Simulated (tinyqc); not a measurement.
Where a level does most harm: Shockley-Read-Hall recombination through one deep level.

One level at Et with degeneracy 1: tn = 1/(sn vth Nt), tp = 1/(sp_ vth Nt), n1 = Nc exp((Et - Eg)/kT), p1 = Nv exp(-Et/kT), ni^2 = n1 p1. Equilibrium p0 = Nm, n0 = ni^2/Nm; n = n0 + dn, p = p0 + dn. U = (n p - ni^2)/(tp (n + n1) + tn (p + p1)), lifetime dn/U; emission rates en = sn vth n1, ep = sp_ vth p1.

Constants: kB = 8.617333262e-05 eV/K.

Inputs chosen for the exercise (gap and densities of states near those of GaN at this temperature; not measured data):
```
symbol  value     unit    meaning
Eg      3.459     eV      gap
Nc      1.71e+18  1/cm^3  conduction-band density of states
Nv      3.51e+19  1/cm^3  valence-band density of states
T       250       K
Nt      1.4e+13   1/cm^3  defects
sn      1.4e-14   cm^2    electron capture cross-section
sp_     1.7e-15   cm^2    hole capture cross-section
vth     18000000  cm/s    thermal velocity, both carriers
Nm      3.9e+15   1/cm^3  equilibrium holes for the lifetime steps
```

Et takes the values listed; G = Nt en ep/(en + ep) in a depleted region; the lifetime is for dn = 1e11 1/cm^3.

Results:
```
Et (eV)  lifetime (microsecond)  G (1/(cm^3 s))
0.208                     0.447        1.75e-41
0.484                     0.284        6.41e-36
0.761                     0.284        2.46e-30
1.038                     0.284        9.45e-25
1.314                     0.284        3.46e-19
1.591                     0.284        1.33e-13
1.868                     0.284        3.31e-13
2.145                     0.284        8.63e-19
2.421                     0.284        2.35e-24
2.698                     0.284        6.14e-30
2.975                     0.284        1.60e-35
3.251                     0.349        4.36e-41
```

Generation peaks where en = ep, at Eg/2 + (kT/2) ln(sp_ Nv/(sn Nc)) = 1.739 eV; the largest value listed is at 1.868 eV, and G falls by a decade for each 0.050 eV away from the peak. The lifetime is within a factor 2 of its minimum, 0.284 microsecond, from 0.208 to 3.251 eV: recombination tolerates a wide range of Et, generation a narrow one.

tinyqc: `OMP_NUM_THREADS=1 python tinyqc.py 1651172 1651173 out.jsonl`; about 0.01 s, one thread, shared Intel(R) Xeon(R) Processor @ 2.30GHz.
